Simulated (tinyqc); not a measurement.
Metal-interlayer-semiconductor contact, depinning against tunnelling resistance: one step of the calculation.

Zero bias, n-type semiconductor. Gap states at the semiconductor surface thin out as exp(-be ti), which unpins the barrier; electrons must then cross the interlayer (a rectangular barrier, no voltage drop across it) and the parabolic depleted layer, both by WKB. Energies E are counted from the Fermi level; no image force, parabolic bands.

Task. Exponents and integrand on an energy grid. With U = phiB - xi: for xi < E < phiB, y = (E - xi)/U and G1 = (U/E00) [sqrt(1 - y) - y ln((1 + sqrt(1 - y))/sqrt(y))], G1 = 0 above phiB; G2 = 2 ti sqrt(mi max(phiB + dE - E, 0)/C), C = hbar^2/(2 m0); f = 1/(1 + exp(E/Vt)); integrand exp(-G1 - G2) f.

Parameters, values chosen for the exercise; semiconductor values close to those of gallium arsenide; interlayer mass of the order of that in silicon nitride, offset chosen freely:
- T = 300 K (temperature)
- ti = 1.3 nm (interlayer thickness)
- dE = 2.15 eV (conduction-band offset of the interlayer above the semiconductor)
- mi = 0.45 m0 (tunnelling mass in the interlayer)

Constants: q = 1.602176634e-19 C, kB = 1.380649e-23 J/K, hbar = 1.054571817e-34 J s, m0 = 9.1093837015e-31 kg, Vt = kB T/q, hbar^2/(2 m0) = 0.0380998212 eV nm^2. Results are converted to the units shown.

E, point 0 to 12 (eV): -0.24  -0.20083  -0.16167  -0.1225  -0.08333  -0.04417  -0.005  0.03417  0.07333  0.1125  0.15167  0.19083  0.23
phiB = 0.20088889 eV
xi = -0.24345574 eV
E00 = 0.062960110 eV

Wanted: G1; G2; f; integrand.

Result.

```
point	G1	G2	f	integrand (1e-7)
0	6.859	14.38	0.9999	0.006
1	5.465	14.27	0.9996	0.027
2	4.440	14.16	0.9981	0.083
3	3.586	14.05	0.9913	0.217
4	2.852	13.94	0.9617	0.490
5	2.214	13.83	0.8467	0.913
6	1.659	13.71	0.5482	1.154
7	1.179	13.60	0.2105	0.803
8	0.771	13.49	0.05538	0.356
9	0.436	13.37	0.01272	0.129
10	0.177	13.25	0.002824	0.042
11	0.016	13.13	6.222e-4	0.012
12	0.000	13.01	1.368e-4	0.003
```

Range of the model: The depletion charge would drop about 0.24 V across such an interlayer (eps_r near 7.5) at ti = 1.3 nm and Nd = 9.7e18 cm^-3, against a band bending of 0.44 V; this model leaves that drop out.

Program tinyqc, `OMP_NUM_THREADS=1 python tinyqc.py 2270057 2270058 out.jsonl`; Intel Xeon 2.30GHz, shared host, one thread, about 0.03 s.
